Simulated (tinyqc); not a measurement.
Exchange-only LDA atom on a uniform radial grid, spin-unpolarised, for Be(2+), step by step. Computed by tinyqc, a small Python program that keeps every step. Settings: Z = 4, points = 192, R = 7.7, functional = Slater exchange alone, mixing = 0.6, iteration cap = 52. Command: `OMP_NUM_THREADS=1 python tinyqc.py 29267 29268 out.jsonl` (the two numbers bound the seeds that draw the settings). One thread of a shared host (Intel(R) Xeon(R) Processor @ 2.60GHz), about 0.2 s of CPU time with the checks. Later iterations appear only in the table of the cycle.

## Iteration 1

Spherical atom on a uniform radial grid r_j = j h with h = R/(N + 1), h sum u^2 = 1 and integrals as h times sums, u(0) = u(R) = 0 (atomic units):
```
parameter           value
Z                       4
points N              192
R                7.700000
h                0.039896
mixing           0.600000
electrons in 1s         2
```

Three-point differences turn -u''/2 + [l(l+1)/2r^2 - Z/r + V] u = e u into a tridiagonal matrix (diagonal 1/h^2 + potential, off-diagonal -1/2h^2). D = sum f u^2; the Hartree potential y/r solves y'' = -D/r with y(0) = 0, y(R) = N_e; v_xc comes from rho = D/(4 pi r^2); E = sum f e - int D V + int D (V_H/2 + eps_xc); V(new) = V + mixing (V_H + v_xc - V).

eigenvalues (hartree): 1s -7.949703

Every 12th grid point:
```
r             V in     u(1s)         D       V_H       v_xc
0.478756  0.000000  1.130601  2.556516  3.911056  -0.946368
0.957513  0.000000  0.335849  0.225589  2.083884  -0.265418
1.436269  0.000000  0.074824  0.011197  1.392397  -0.074439
1.915026  0.000000  0.014818  0.000439  1.044370  -0.020877
2.393782  0.000000  0.002751  0.000015  0.835498  -0.005855
2.872539  0.000000  0.000490  4.81e-07  0.696248  -0.001642
3.351295  0.000000  0.000085  1.44e-08  0.596784  -0.000461
3.830052  0.000000  0.000014  4.16e-10  0.522186  -0.000129
4.308808  0.000000  2.41e-06  1.16e-11  0.464165  -0.000036
4.787565  0.000000  3.98e-07         0  0.417749   0.000000
5.266321  0.000000  6.50e-08         0  0.379772   0.000000
5.745078  0.000000  1.05e-08         0  0.348124   0.000000
6.223834  0.000000  1.69e-09         0  0.321345   0.000000
6.702591  0.000000  2.71e-10         0  0.298392   0.000000
7.181347  0.000000  4.23e-11         0  0.278499   0.000000
7.660104  0.000000         0         0  0.261093   0.000000
```

total energy = -13.04736450 hartree

## Iteration 2

As before.

eigenvalues (hartree): 1s -5.841129

Every 12th grid point:
```
r             V in     u(1s)         D       V_H       v_xc
0.478756  1.778813  1.146442  2.628659  3.837146  -0.955188
0.957513  1.091079  0.403098  0.324976  2.079776  -0.299760
1.436269  0.790775  0.109803  0.024113  1.392217  -0.096128
1.915026  0.614096  0.027054  0.001464  1.044363  -0.031186
2.393782  0.497786  0.006319  0.000080  0.835498  -0.010194
2.872539  0.416764  0.001428  4.08e-06  0.696248  -0.003349
3.351295  0.357794  0.000315  1.99e-07  0.596784  -0.001104
3.830052  0.313234  0.000069  9.39e-09  0.522186  -0.000365
4.308808  0.278478  0.000015  4.32e-10  0.464165  -0.000121
4.787565  0.250649  3.12e-06  1.95e-11  0.417749  -0.000040
5.266321  0.227863  6.57e-07         0  0.379772  -0.000013
5.745078  0.208874  1.38e-07         0  0.348124   0.000000
6.223834  0.192807  2.86e-08         0  0.321345   0.000000
6.702591  0.179035  5.92e-09         0  0.298392   0.000000
7.181347  0.167100  1.18e-09         0  0.278499   0.000000
7.660104  0.156656  5.82e-11         0  0.261093   0.000000
```

total energy = -13.18105173 hartree

## Convergence

Stop when input and output potentials agree to 1e-7.

Course of the cycle (hartree):
```
iteration             E      e(1s)  largest |V(out) - V(in)|
1          -13.04736450  -7.949703                  4.88e+00
2          -13.18105173  -5.841129                  1.63e+00
3          -13.19779942  -5.099967                  5.39e-01
4          -13.19958219  -4.837265                  1.82e-01
5          -13.19976169  -4.742912                  6.43e-02
6          -13.19977989  -4.708506                  2.35e-02
7          -13.19978181  -4.695773                  8.83e-03
8          -13.19978203  -4.690998                  3.37e-03
9          -13.19978206  -4.689186                  1.30e-03
10         -13.19978206  -4.688493                  5.05e-04
11         -13.19978206  -4.688225                  1.98e-04
12         -13.19978206  -4.688121                  7.75e-05
13         -13.19978206  -4.688081                  3.05e-05
14         -13.19978206  -4.688065                  1.20e-05
15         -13.19978206  -4.688059                  4.76e-06
16         -13.19978206  -4.688056                  1.88e-06
17         -13.19978206  -4.688055                  7.46e-07
18         -13.19978206  -4.688055                  2.96e-07
19         -13.19978206  -4.688055                  1.17e-07
20         -13.19978206  -4.688055                  4.65e-08
```

Converged in 20 iterations. A uniform grid resolves the cusp poorly: for a bare nucleus this grid gives 1s at -7.94970 against -Z^2/2 = -8 hartree. Before convergence this energy mixes input and output and is not variational, so it may rise towards its limit.
